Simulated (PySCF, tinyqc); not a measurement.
Worked calculation: G0W0 on RHF in the sto-3g basis, for H3-, spin multiplicity 1. The basis has no diffuse functions, so it cannot describe the extra electron: this is an exercise in the method, not the real anion. The lowest restricted solution is unstable here: a spin-polarised one lies 0.0977 hartree lower (PySCF). Computed by tinyqc, a small Python program that keeps every step (integrals from PySCF). Settings: charge = -1, multiplicity = 1, basis = sto-3g, method = RHF, energy threshold = 1e-10, iteration cap = 78, orthogonalisation = symmetric, start = core, DIIS depth = 6. Command: `OMP_NUM_THREADS=1 python tinyqc.py 23815 23816 out.jsonl` (the two numbers bound the seeds that draw the settings). One thread of a shared host (Intel(R) Xeon(R) Processor @ 2.60GHz), about 0.04 s of CPU time with the checks. The early iterations of the SCF are left out here.

## One-electron integrals

Geometry (angstrom):
```
atom        x        y        z
H     0.00000  0.00000  0.00000
H     0.00000  0.00000  0.91900
H     0.00000  0.87500  0.45900
```

Basis sto-3g: exponents (1/bohr^2) and contraction coefficients of normalised primitives:
```
element  l (shell)  exponent  coefficient
H            s (1)   3.42525      0.15433
H            s (1)   0.62391      0.53533
H            s (1)   0.16886      0.44463
```

Overlap, kinetic and nuclear-attraction integrals over the contracted functions; the nuclear repulsion is the sum of Za Zb / Rab.

nuclear repulsion = 1.6466867 hartree

overlap S, order 1H 1s, 2H 1s, 3H 1s:
$$\begin{pmatrix}
1.00000 & 0.54540 & 0.50353 \\
0.54540 & 1.00000 & 0.50326 \\
0.50353 & 0.50326 & 1.00000
\end{pmatrix}$$

kinetic energy T (hartree), order 1H 1s, 2H 1s, 3H 1s:
$$\begin{pmatrix}
0.76003 & 0.14416 & 0.11579 \\
0.14416 & 0.76003 & 0.11561 \\
0.11579 & 0.11561 & 0.76003
\end{pmatrix}$$

nuclear attraction V (hartree), order 1H 1s, 2H 1s, 3H 1s:
$$\begin{pmatrix}
-2.29642 & -1.20743 & -1.10003 \\
-1.20743 & -2.29621 & -1.09934 \\
-1.10003 & -1.09934 & -2.26303
\end{pmatrix}$$

core Hamiltonian H = T + V (hartree), order 1H 1s, 2H 1s, 3H 1s:
$$\begin{pmatrix}
-1.53639 & -1.06328 & -0.98424 \\
-1.06328 & -1.53618 & -0.98373 \\
-0.98424 & -0.98373 & -1.50299
\end{pmatrix}$$

## Two-electron integrals

Functions are numbered as in S; the eight-fold symmetry (ij|kl) = (ji|kl) = (kl|ij) leaves the list below.

Two-electron integrals (ij|kl) in chemists' order, unique and non-zero (hartree):
```
(11|11) 0.77461   (21|11) 0.34832   (21|21) 0.19444   (22|11) 0.50520
(22|21) 0.34832   (22|22) 0.77461   (31|11) 0.31485   (31|21) 0.16046
(31|22) 0.25991   (31|31) 0.16287   (32|11) 0.25982   (32|21) 0.16038
(32|22) 0.31463   (32|31) 0.14881   (32|32) 0.16267   (33|11) 0.48194
(33|21) 0.27312   (33|22) 0.48179   (33|31) 0.31485   (33|32) 0.31463
(33|33) 0.77461
```

## Orthogonalisation

S = U s U^T; symmetric (Loewdin) form X = U s^(-1/2) U^T, so that X^T S X = 1.

eigenvalues of S: [0.45460, 0.51035, 2.03505]

X, order 1H 1s, 2H 1s, 3H 1s:
$$\begin{pmatrix}
1.20437 & -0.27887 & -0.23088 \\
-0.27887 & 1.20419 & -0.23056 \\
-0.23088 & -0.23056 & 1.17538
\end{pmatrix}$$

## Iteration 5 (converged): orbitals

converged F (hartree), order 1H 1s, 2H 1s, 3H 1s:
$$\begin{pmatrix}
0.10390 & -0.31353 & -0.17018 \\
-0.31353 & 0.10257 & -0.17319 \\
-0.17018 & -0.17319 & 0.19326
\end{pmatrix}$$

Diagonalise F' = X^T F X, C = X C', fill 2 alpha and 2 beta electrons from the bottom; D = 2 C_occ C_occ^T. Each column has its largest component positive (the first on a tie).

F' = X^T F X (hartree):
$$\begin{pmatrix}
0.45193 & -0.46482 & -0.21030 \\
-0.46482 & 0.45193 & -0.21476 \\
-0.21030 & -0.21476 & 0.43083
\end{pmatrix}$$

orbital energies (hartree): MO1 -0.16461, MO2 0.58253, MO3 0.91678

coefficients C, order 1H 1s, 2H 1s, 3H 1s:
$$\begin{pmatrix}
0.47880 & -0.50984 & -1.04517 \\
0.48158 & -0.49181 & 1.05223 \\
0.23837 & 1.19627 & -0.01017
\end{pmatrix}$$

D after iteration 5, order 1H 1s, 2H 1s, 3H 1s:
$$\begin{pmatrix}
0.97838 & 0.96266 & -0.99155 \\
0.96266 & 0.94760 & -0.94708 \\
-0.99155 & -0.94708 & 2.97577
\end{pmatrix}$$

## Convergence

Stop when the energy changes by less than 1e-10 hartree and every element of the error matrix X^T (F D S - S D F) X is below 3e-06.

Course of the cycle:
```
iteration  E (hartree)     change  largest element of the error matrix
1           -0.7670847          -                             9.01e-04
2           -0.7670861  -1.37e-06                             4.43e-04
3           -0.7670873  -1.24e-06                             4.70e-04
4           -0.7670789   8.41e-06                             7.05e-07
5           -0.7670789  -2.62e-13                             3.20e-09
```

PySCF RHF in the same basis = -0.7670789 hartree

Converged in 5 iterations.

## Integrals over molecular orbitals

(pq|rs) = sum C_ip C_jq C_kr C_ls (ij|kl), one index at a time.

one-electron integrals over orbitals h = C^T H C (hartree):
$$\begin{pmatrix}
-1.73477 & -0.07378 & 0.00165 \\
-0.07378 & -1.09691 & 0.00073 \\
0.00165 & 0.00073 & -1.04050
\end{pmatrix}$$

Two-electron integrals over orbitals (pq|rs), unique and non-zero (hartree):
```
(11|11) 0.60579    (21|11) -0.03678   (21|21) 0.11050    (22|11) 0.53744
(22|21) 0.11056    (22|22) 0.71506    (31|11) 0.00072    (31|21) 0.00028
(31|22) -0.00239   (31|31) 0.16602    (32|11) 0.00042    (32|21) -0.00240
(32|22) -0.00130   (32|31) -0.07880   (32|32) 0.04799    (33|11) 0.60579
(33|21) -0.08633   (33|22) 0.47986    (33|31) 0.00168    (33|32) 0.00109
(33|33) 0.66628
```

## Screening: direct RPA

With D = e_a - e_i and K = (ia|jb): diagonalise D^(1/2) (D + 4K) D^(1/2) = Z w^2 Z^T; X + Y = D^(1/2) Z w^(-1/2), each column of Z with its largest component positive (the first on a tie); E_c = (sum w - tr (D + 2K)) / 2.

D^(1/2) (D + 4K) D^(1/2) (hartree^2), order 1>3, 2>3:
$$\begin{pmatrix}
1.88754 & -0.18951 \\
-0.18951 & 0.17589
\end{pmatrix}$$

excitation energies w (hartree): [0.39390, 1.38140]

X + Y, order 1>3, 2>3:
$$\begin{pmatrix}
0.18018 & 0.87952 \\
0.91572 & -0.05349
\end{pmatrix}$$

RPA correlation energy = -0.0341829 hartree

## G0W0 on Hartree-Fock: HOMO

W(p,q,m) = sqrt2 sum_ia (pq|ia) (X+Y)_ia,m; Sigma_c(x) = sum_(i,m) W^2/(x - e_i + w_m) + sum_(a,m) W^2/(x - e_a - w_m); solve x = e_p + Sigma_c(x) by Newton steps; Z = 1/(1 - dSigma/dx); 1 hartree = 27.211386 eV.

The 12 largest terms at x = e_p (hartree; W for the signs of X + Y given):
```
q  m         W      term
3  2  -0.10165  -0.00602
3  1   0.04207  -0.00243
2  1  -0.00229  1.33e-05
1  1  -0.00304  8.10e-06
2  2  -0.00287  5.96e-06
1  2   0.00053  1.33e-07
```

Newton steps (hartree):
```
step        x  Sigma_c(x)        Z
0     0.58253    -0.00843  0.99315
1     0.57416    -0.00837  0.99326
2     0.57416    -0.00837  0.99326
```

quasiparticle energy of the HOMO = 15.62367 eV

Hartree-Fock value = 15.85138 eV

## G0W0 on Hartree-Fock: LUMO

As before.

The 12 largest terms at x = e_p (hartree; W for the signs of X + Y given):
```
q  m         W       term
1  2   0.21247    0.01833
2  2  -0.10165    0.00602
2  1   0.04207    0.00243
1  1  -0.05975    0.00242
3  1   0.00184  -8.59e-06
3  2   0.00201  -2.91e-06
```

Newton steps (hartree):
```
step        x  Sigma_c(x)        Z
0     0.91678     0.02919  0.98430
1     0.94551     0.02874  0.98487
2     0.94552     0.02874  0.98487
```

quasiparticle energy of the LUMO = 25.72886 eV

Hartree-Fock value = 24.94677 eV
